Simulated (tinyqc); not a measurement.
Worked calculation: UHF in the sto-3g basis, for H3, spin multiplicity 2. One step of it, computed by the program tinyqc.

Task: Orthogonalisation. S = U s U^T; symmetric (Loewdin) form X = U s^(-1/2) U^T, so that X^T S X = 1.

overlap S:
```
          1H 1s     2H 1s     3H 1s
1H 1s  1.000000  0.245591  0.245591
2H 1s  0.245591  1.000000  0.016007
3H 1s  0.245591  0.016007  1.000000
```

Give: eigenvalues of S; X.

Result:

eigenvalues of S: 0.6606  0.9840  1.3554

X:
```
         1H 1s    2H 1s    3H 1s
1H 1s   1.0489  -0.1313  -0.1313
2H 1s  -0.1313   1.0242   0.0161
3H 1s  -0.1313   0.0161   1.0242
```
